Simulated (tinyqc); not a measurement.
Capillary instabilities by surface diffusion: grooving and agglomeration of films, edge retraction, wire break-up and smoothing of roughness: one step, computed by the program tinyqc.

Isotropic surface energy; shapes change by surface diffusion alone.

Problem. Groove growth in time. Mullins' isolated groove: depth below the flat surface d = 0.780 m (B t)^(1/4), m = tan(beta_s), width between the ridges 4.6 (B t)^(1/4); time to reach h: (h/(0.780 m))^4/B.

Inputs (values chosen for the exercise, for a model film): temperature T = 753 K; film thickness h = 4.4 nm; grain radius R = 13 nm.

beta_s = 10.38886 degrees

length (B t)^(1/4) = 14.04379 nm

B = 694.6224 nm^4/s

Give: groove depth; groove width; time to reach the substrate.

Solution.

groove depth = 2.008 nm

groove width = 64.60 nm

time to reach the substrate = 1290 s

Caution: the grooves of neighbouring boundaries overlap, so the depth levels off at its final value. Caution: the grains are too small for the surface groove ever to reach the depth h.
